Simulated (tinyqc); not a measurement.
Worked calculation: bound state in one dimension: Numerov shooting, finite differences, DVR. Computed by tinyqc, a small Python program that keeps every step. Settings: points = 48. Command: `OMP_NUM_THREADS=1 python tinyqc.py 20166 20167 out.jsonl` (the two numbers bound the seeds that draw the settings). One thread of a shared host (Intel(R) Xeon(R) Processor @ 2.60GHz), about 0.01 s of CPU time with the checks.

## Numerov steps at E = 0.1

One particle of mass 1 in V = 11.61 (1 - exp(-0.75 x))^2 (atomic units), psi = 0 at both ends:
```
parameter                 value
left end              -1.600000
right end                     7
intervals                    48
h                      0.179167
state sought (nodes)          3
```

k_i = 2 m (E - V_i); (1 + h^2 k_(i+1)/12) y_(i+1) = 2 (1 - 5 h^2 k_i/12) y_i - (1 + h^2 k_(i-1)/12) y_(i-1), from y_0 = 0, y_1 = 0.001.

Points along the way:
```
i           x          V            k          y
0   -1.600000  62.495963  -124.791926   0.000000
1   -1.420833  42.029208   -83.858416   0.001000
2   -1.241667  27.451353   -54.702706   0.004971
3   -1.062500  17.240601   -34.281202   0.018099
4   -0.883333  10.250639   -20.301278   0.051340
5   -0.704167   5.620027   -11.040054   0.117596
16   1.266667   4.366365    -8.532730   4.604406
17   1.445833   5.086275    -9.972551   7.514402
18   1.625000   5.760652   -11.321303  12.925576
19   1.804167   6.384618   -12.569235  23.232913
20   1.983333   6.956408   -13.712817  43.332970
21   2.162500   7.476391   -14.752782  83.401240
```

## Bisection on the node count

With more sign changes than the state has nodes (the last point included) the energy is too high, else too low; the bracket starts as 0.1 to 10.

Trials:
```
trial           E  sign changes  y at the right end   next
1      5.05000000             2            7.30e+05  raise
2      7.52500000             3           -2.24e+03  raise
3      8.76250000             3           -1.84e+02  raise
4      9.38125000             4            1.60e+01  lower
5      9.07187500             3           -2.66e+01  raise
6      9.22656250             4            3.48e+00  lower
7      9.14921875             3           -8.78e+00  raise
8      9.18789062             3           -2.04e+00  raise
9      9.20722656             4            8.67e-01  lower
10     9.19755859             3           -5.48e-01  raise
11     9.20239258             4            1.69e-01  lower
12     9.19997559             3           -1.87e-01  raise
13     9.20118408             3           -8.40e-03  raise
14     9.20178833             4            8.04e-02  lower
...           ...           ...                 ...    ...
28     9.20124114             3           -3.48e-06  raise
29     9.20124115             3           -7.64e-07  raise
30     9.20124116             4            5.93e-07  lower
```

eigenvalue = 9.20124116 hartree

## The same grid by other methods

Three-point finite differences and the sine-DVR kinetic matrix of Colbert and Miller on the same points.

Lowest levels (hartree):
```
state  finite differences        DVR
0                1.724845   1.736707
1                4.744384   4.788250
2                7.197081   7.277300
3                9.103702   9.203851
4               10.475674  10.568225
5               11.346928  11.417937
```
